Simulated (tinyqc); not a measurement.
Valley-orbit splitting of a donor ground state, with strain. From free electrons n back to central-cell shift Lambda. Computed by tinyqc, a small Python program. Command: `OMP_NUM_THREADS=1 python tinyqc.py 3006160 3006161 out.jsonl valleyorbit inv`. One thread of a shared host (Intel(R) Xeon(R) Processor @ 2.30GHz), about 0.01 s of CPU time with the checks.

The basis is the 1s envelope in each valley; energies are counted from the unstrained conduction-band edge. The strain is e_s (a a^T - 1/3) for the unit stress axis a, so valley j along n_j moves by Xi_u e_s w_j with w_j = (n_j.a)^2 - 1/3: +1/6 for x and y, -1/3 for z. The splitting at the zone boundary that a [110] shear adds for <100> valleys is left out.

Inputs (values chosen for the exercise, modelled on donors in silicon):

| quantity | value | unit |
|---|---|---|
| single-valley binding energy E_0 | 31.6 | meV |
| coupling Delta_1 | 3.72 | meV |
| coupling Delta_2 | 3.12 | meV |
| shear deformation potential Xi_u | 8.8 | eV |
| shear strain e_s | -0.00023 | - |
| temperature T | 77 | K |
| donor density N_D | 7.1e+15 | cm^-3 |
| density-of-states mass of one valley m_e | 0.335 | m_0 |

Valleys: six along <100>. Stress axis: [110].

Constants: k_B = 8.617333262e-05 eV/K; m_0 = 9.1093837015e-31 kg; k_B = 1.380649e-23 J/K; h = 6.62607015e-34 J s.

Method. H_jj = -(E_0 + Lambda) + Xi_u e_s w_j; H_jk = -Delta_2 between opposite valleys and -Delta_1 between perpendicular ones. z = sum over levels of exp(-(E - E_ground)/k_B T), the ground-state share being 1/z; N_c = 2 (2 pi m_e k_B T/h^2)^(3/2) sum_j exp(-(shift_j - lowest shift)/k_B T); n1 = N_c/(2 z) exp(-binding/k_B T), binding = lowest shift - E_ground; without compensation n = 2 N_D/(1 + sqrt(1 + 4 N_D/n1)) (Boltzmann statistics; p and higher states left out).

Task: A run gave the result below. Find the central-cell shift Lambda, known to lie between 5.2 and 7.3 meV.

free electrons n = 1.444489e+15 cm^-3

Result:

Each step takes the trial c = (a f_b - b f_a)/(f_b - f_a), f being the result less the target and a, b, c the logarithms of the listed values; c replaces end b, the old b replaces a if the sign of f changed, and otherwise f_a is halved.

Scan of the range:

| central-cell shift Lambda (meV) | free electrons n (cm^-3) |
|---|---|
| 5.20 | 1.51704e+15 |
| 5.50 | 1.48710e+15 |
| 5.82 | 1.45572e+15 |
| 6.16 | 1.42301e+15 |
| 6.52 | 1.38906e+15 |
| 6.90 | 1.35399e+15 |
| 7.30 | 1.31790e+15 |

False position (Illinois rule, in the logarithm of the input) inside the bracket:

| step | end a | end b | trial | free electrons n (cm^-3) |
|---|---|---|---|---|
| 1 | 5.82000 | 6.16000 | 5.93457 | 1.44463e+15 |
| 2 | 6.16000 | 5.93457 | 5.93598 | 1.44449e+15 |
| 3 | 6.16000 | 5.93598 | 5.93602 | 1.44449e+15 |
| 4 | 5.93598 | 5.93602 | 5.93600 | 1.44449e+15 |

Free electrons n falls at every point of a 13-point scan of the range (every second point is shown), so one value fits; it is bracketed by 5.82 and 6.16. Answer: central-cell shift Lambda = 5.936 meV.
